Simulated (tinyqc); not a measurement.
## Line constants from open and short measurements

Inverse problem. A uniform line of length len, under a quarter wavelength, has Z_open = Zc coth(gamma len) and Z_short = Zc tanh(gamma len); gamma Zc = r + i w l and gamma/Zc = g + i w c, w = 2 pi f. Find r, l and c.

Inputs (values chosen for the exercise):
```
symbol,value,unit,meaning
len,0.91,mm,length
f,0.33,GHz,frequency
```

Zin with the far end open = 5.0639-4586.4618i ohm
Zin with the far end shorted = 15.192530+0.528309i ohm

Answer. The product of the two impedances is Zc^2 and their ratio tanh^2(gamma len); the principal branch holds below a quarter wavelength.

r = 16.7 ohm/mm
l = 0.289 nH/mm
c = 116 pF/m

tinyqc, about 0.01 s, one thread, Intel Xeon 2.30GHz (shared host): `OMP_NUM_THREADS=1 python tinyqc.py 2810226 2810227 out.jsonl`
